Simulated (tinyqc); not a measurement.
Nucleation and growth of vacancy voids in a cooling silicon-like crystal: one step, computed by the program tinyqc.

Spherical voids; vacancies are lost only to voids.

Task: Nucleation rate at T with the initial excess. C_e = C_m exp[-(E_f/k_B)(1/T - 1/T_m)]; D = D0 exp(-E_m/(k_B T)); f = k_B T ln(C/C_e); r* = 2 gamma/(rho f); W* = 16 pi gamma^3/(3 rho^2 f^2); Z = f/sqrt(12 pi W* k_B T); I = rho Z (4 pi r* D C) exp(-W*/(k_B T)).

Inputs (values chosen for the exercise, close to those used for silicon): vacancy density at the melting point C_m = 4.9e+14 1/cm^3; formation energy E_f = 4.17 eV; melting point T_m = 1685 K; diffusion prefactor D0 = 0.00042 cm^2/s; migration energy E_m = 0.48 eV; site density rho = 5e+22 1/cm^3; void surface energy gamma = 0.854 J/m^2; temperature of the worked step T = 1350 K.

initial excess C = 6.60e+13 1/cm^3

Constants: k_B = 8.617333262e-05 eV/K; k_B = 1.380649e-23 J/K; e = 1.602176634e-19 C.

Give: C_e; D; driving force f; critical radius r*; W*/(k_B T); rate I.

Result:

C_e = 3.937e+11 1/cm^3

D = 6.782e-06 cm^2/s

driving force f = 0.5958 eV

critical radius r* = 0.3578 nm

W*/(k_B T) = 24.58

rate I = 3.596e+13 1/(cm^3 s)

Cooling by 10 K multiplies I by 6.7: nucleation switches on within a narrow range of temperature. Caution: at such a rate voids would have used up the initial excess before the crystal cooled to this T.
